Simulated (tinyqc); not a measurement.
Resistance of a tapered via with liner, size effect and interface: one step of the calculation.

A round via whose diameter grows from db at the bottom as D(z) = db + 2 z/tan(ang). The fill, of diameter D - 2 tl, starts above the bottom liner (thickness fb tl) and has rho = rho0 (1 + ks lam/(D - 2 tl)); the sidewall liner conducts in parallel with it. The bottom liner and the interface are crossed over the full area pi db^2/4. Spreading in the lines above and below is left out.

Question. Total resistance. R_fill = sum of the slices; R_bottom = rl fb tl/(pi db^2/4); R_interface = ri/(pi db^2/4); ballistic (Sharvin) limit 1/(Sb pi (db - 2 tl)^2/4); ideal cylinder rho0 hv/(pi db^2/4).

Values chosen for this exercise; fill metal close to molybdenum: diameter at the bottom db = 27 nm; height hv = 34 nm; bulk resistivity of the fill rho0 = 5.21 uohm cm; liner on the sidewall tl = 0.4 nm; liner at the bottom over that on the sidewall fb = 0.5; resistivity of the liner rl = 200 uohm cm; interface resistivity at the bottom ri = 1.8e-12 ohm cm^2; ballistic conductance per area, about 3/(4 rho0 lam) Sb = 1.3e15 S/m^2.

| slice | slice resistance (ohm) |
|---|---|
| 0 | 0.83165233 |
| 1 | 0.80322108 |
| 2 | 0.77619222 |
| 3 | 0.75047648 |
| 4 | 0.72599147 |
| 5 | 0.70266110 |

Find: parts; R; shares; ballistic limit; ideal cylinder.

Answer.

parts (ohm): fill 4.5902, bottom liner 0.69862, interface 0.31438
R = 5.6032 ohm
shares (%): fill 81.921, bottom liner 12.468, interface 5.611
ballistic limit = 1.4268 ohm
ideal cylinder = 3.0938 ohm

The fill is the largest part, and R is 1.81 times the ideal cylinder. With 2000 slices R = 5.6035 ohm.

tinyqc, about 0.01 s, one thread, Intel Xeon 2.30GHz (shared host): `OMP_NUM_THREADS=1 python tinyqc.py 2750042 2750043 out.jsonl`
